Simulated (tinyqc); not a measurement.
Speciation in dilute and buffered hydrofluoric acid, oxide etch rate and bath loading. Changing the HCl added. Computed by tinyqc, a small Python program. Command: `OMP_NUM_THREADS=1 python tinyqc.py 3120539 3120540 out.jsonl hfetch sweep`. One thread of a shared host (Intel(R) Xeon(R) Processor @ 2.30GHz), about 0.01 s of CPU time with the checks.

Concentrations stand for activities, NH4+ and Cl- are spectators, and water ionisation is neglected. H, F and HF2 denote the ions H+, F- and HF2-. The base temperature is 298 K.

Inputs (values chosen for the exercise, of the order of those for thermal oxide at room temperature): HF added = 0.21 mol/L; NH4F added = 0.3 mol/L; K1 = [H][F]/[HF] = 0.000636 mol/L; K2 = [HF2]/([HF][F]) = 4.29 L/mol; K3 = [H2F2]/[HF]^2 = 2.53 L/mol; rate constant of neutral HF k_a = 9.8 nm L/(min mol); rate constant of HF2 k_b = 70 nm L/(min mol); activation energy = 0.39 eV; temperature error = 1.8 K; oxide removed per wafer = 14 nm.

Constants: k_B = 8.617333262e-05 eV/K.

Method:
- Fluoride balance: [HF] + [F] + 2 [HF2] + 2 [H2F2] = HF added + NH4F added. Acid balance: [H] + [HF] + [HF2] + 2 [H2F2] = HF added + HCl added. For a trial [H], [HF] = [H][F]/K1, and the fluoride balance is a quadratic in [F].
- The root is refined to 1e-13 in pH = -log10 [H].
- Rate = k_a ([HF] + 2 [H2F2]) + k_b [HF2], an empirical two-term form.
- Time = oxide/rate; a temperature error changes the rate by exp((E_a/k_B)(1/298 - 1/(298 + error))) - 1.

One run for each value:
```
HCl added (mol/L)  etch rate (nm/min)      pH  [HF2] (mol/L)  share of HF2 in the rate (%)
0.001                           7.027   3.585      8.242e-02                     8.210e+01
0.0026                          7.048   3.578      8.251e-02                     8.195e+01
0.0067                          7.100   3.559      8.271e-02                     8.154e+01
0.017                           7.217   3.514      8.298e-02                     8.048e+01
0.045                           7.442   3.392      8.217e-02                     7.729e+01
0.12                            7.454   3.070      7.024e-02                     6.596e+01
0.3                             5.332   1.774      8.289e-03                     1.088e+01
0.77                            5.011   0.327      3.158e-04                     4.412e-01
2                               5.002  -0.230      8.758e-05                     1.226e-01
```

What does the table show, and why?

Over the rows, etch rate (nm/min) goes from 7.03 through a maximum among these rows, 7.45 at 0.120, to 5.00; pH falls from 3.59 to -0.230; [HF2] (mol/L) goes from 0.0824 through a maximum among these rows, 0.0830 at 0.0170, to 8.76e-5. Added acid turns F and HF2 into neutral HF, the slower species in this rate law.

Caution (rows 0.300, 0.770, 2.00): at ionic strengths above about 0.5 mol/L activities differ much from concentrations, so pH and rates are only indicative.

Extremes, crossings and ranges named in words are read from the listed rows.
